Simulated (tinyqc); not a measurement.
From results back to parameters: two-node Weyl semimetal on a cubic lattice and its slab. Two cases, with inputs chosen for the exercise.

Problem. Along (0,0,kz) the levels of the bulk are -/+ |M|, M = tz (cos k0 - cos kz), with nodes at +/-k0, 0 < k0 < pi. The planes with M < 0, that is |kz| < k0, each carry a Chern number of size one. The gaps at kz = 0 and pi come from hidden tz and k0.

Find: tz; k0; |sigma_xy| = k0/pi.

Method. The gaps are 2 tz (1 - cos k0) and 2 tz (1 + cos k0): their sum is 4 tz, and the gap at pi less the gap at 0, over the sum, is cos k0.

Case 1.

gaps 2|M| (eV): kz = 0 1.88989, kz = pi 1.19011

Solution.

tz = 0.770 eV
k0 = 1.800 1/a
|sigma_xy| = k0/pi = 0.573 e^2/(h a)

Case 2.

gaps 2|M| (eV): kz = 0 1.83223, kz = pi 2.28777

Solution.

tz = 1.030 eV
k0 = 1.460 1/a
|sigma_xy| = k0/pi = 0.465 e^2/(h a)

Computed by tinyqc, one run a case: `OMP_NUM_THREADS=1 python tinyqc.py N N+1 out.jsonl` with N = 1452788, 1452874; one thread of a shared Intel(R) Xeon(R) Processor @ 2.30GHz, about 0.2 s a run at most.
